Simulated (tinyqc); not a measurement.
Long-channel MOSFET, surface-potential model: effect of the temperature.

n-channel transistor on a uniformly doped p-type body, gradual-channel approximation, constant mobility, Boltzmann statistics, full ionisation. Potentials are counted from the neutral body; V is the electron quasi-Fermi potential, Vsb at the source and Vsb + Vds at the drain. Charges are magnitudes per area.

Nc and Nv are given at 250 K and scale as (T/250 K)^1.5; Eg, Vfb and mu are held fixed. ni = sqrt(Nc Nv) exp(-Eg/(2 Vt)), Eg in volts; phiF = Vt ln(Na/ni); Cox = eps0 eox/tox; gamma = sqrt(2 q eps0 eps_r Na)/Cox. The surface potential psi at channel potential V solves Vgs + Vsb - Vfb - psi = gamma sqrt(G), G = psi - Vt + Vt exp((psi - 2 phiF - V)/Vt). Charge sheet: Qi = Cox gamma [sqrt(G) - sqrt(psi - Vt)]; I = mu (W/L) [integral of Qi dpsi from psi_0 to psi_L (drift) + Vt (Qi0 - QiL) (diffusion)], with psi_0 at V = Vsb and psi_L at V = Vsb + Vds. VT = Vfb + 2 phiF + gamma sqrt(2 phiF + Vsb), m = 1 + gamma/(2 sqrt(2 phiF + Vsb)). The swing is 20 mV/log10[I(VT - 0.14 V)/I(VT - 0.16 V)] of the charge-sheet current at the given Vds.

Parameters, values chosen for the exercise; material values close to those of silicon:
```
symbol    value        unit                                                         meaning
Eg         1.13          eV                                                        band gap
eps_r      11.9                                  relative permittivity of the semiconductor
Nc      2.11e19       cm^-3  conduction-band density of states at the reference temperature
Nv      2.05e19       cm^-3     valence-band density of states at the reference temperature
Na       5.4e16       cm^-3                                    acceptor density of the body
eox        8.59                                 relative permittivity of the gate insulator
tox          21          nm                                             insulator thickness
Vfb        -0.8           V                                               flat-band voltage
mu          280  cm^2/(V s)                                                channel mobility
W            20          um                                                      gate width
L             5          um                                                     gate length
Vsb         0.3           V                                        source-body reverse bias
Vgs        0.55           V                                             gate-source voltage
Vds         0.5           V                                            drain-source voltage
```

Constants: q = 1.602176634e-19 C, kB = 1.380649e-23 J/K, Vt = kB T/q, eps0 = 8.8541878128e-14 F/cm where lengths are in cm. Results are converted to the units shown.

The same in every row: gamma (V^0.5) = 0.3728.

Results:

| T (K) | VT (V) | m | swing (mV/decade) | I at Vgs, Vds (uA) |
|---|---|---|---|---|
| 220 | 0.5219 | 1.169 | 52.00 | 0.08090 |
| 250 | 0.4773 | 1.172 | 59.36 | 0.3460 |
| 280 | 0.4316 | 1.175 | 66.83 | 0.9300 |
| 310 | 0.3847 | 1.178 | 74.42 | 1.910 |
| 370 | 0.2880 | 1.185 | 90.02 | 5.233 |
| 400 | 0.2383 | 1.189 | 98.08 | 7.637 |

Estimate the missing row, T = 340 K.

Computed row:

| T (K) | VT (V) | m | swing (mV/decade) | I at Vgs, Vds (uA) |
|---|---|---|---|---|
| 340 | 0.3369 | 1.182 | 82.14 | 3.333 |

With this row back in the table: As T goes from 220 to 400 K, VT falls from 0.522 to 0.238 V, the swing rises from 52.0 to 98.1 mV a decade and the current rises from 0.0809 to 7.64 uA. The swing is 1.9 % above m Vt ln 10 in the first row and 3.9 % above it in the last. In every row the mobility is held fixed, though a real channel mobility changes with T and would alter the trend of the current.

Program tinyqc, `OMP_NUM_THREADS=1 python tinyqc.py 2360038 2360039 out.jsonl`; Intel Xeon 2.30GHz, shared host, one thread, about 0.05 s.
